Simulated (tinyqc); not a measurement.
CMOS inverter, nodal equation and switching: one step of the calculation.

An n-channel pull-down (bn, VTn) and a p-channel pull-up (bp, VTp) share the input Vin and the output node Vout, which carries the load C. Transistor (EKV form, voltages against the body): I = 2 n b Vt^2 [F(vp - Vs) - F(vp - Vd)] from drain to source, F(v) = ln^2(1 + exp(v/(2 Vt))), vp = (Vg - VT + sg |Vd - Vs|)/n. n-channel bodies are at 0; for the p-channel device all voltages are counted down from Vdd. b in uA/V^2 gives I in uA. Static: In = Ip. Transient: C dVout/dt = Ip - In. No velocity saturation, no gate capacitance beyond C.

Task. One time step of the falling output. The input steps to Vdd at t = 0; I = In - Ip. Implicit Euler: V(new) = V - (dt/C) I(V(new)), solved for V(new); 1 ps uA/fF = 1 mV.

Inputs (values chosen for the exercise):
```
symbol,value,unit,meaning
T,273,K,temperature
Vdd,1,V,supply voltage
n,1.22,,slope factor
sg,0.086,,drain-induced barrier lowering
VTn,0.39,V,n-channel threshold
VTp,0.44,V,p-channel threshold (magnitude)
bn,360,uA/V^2,gain factor of the pull-down transistor
bp,180,uA/V^2,gain factor of the pull-up transistor
C,0.29,fF,load capacitance
dt,0.5,ps,time step
```

Constants: q = 1.602176634e-19 C, kB = 1.380649e-23 J/K, Vt = kB T/q. Results are converted to the units shown.

Vout at t = 0 = 1 V

Find: I(V); I(V(new)); Vout after step 1.

Result.

I(V) = 71.471 uA
I(V(new)) = 69.374 uA
Vout after step 1 = 0.88039 V

Numbers from tinyqc (`OMP_NUM_THREADS=1 python tinyqc.py 2340141 2340142 out.jsonl`; about 0.04 s on one thread of a shared Intel Xeon 2.30GHz).
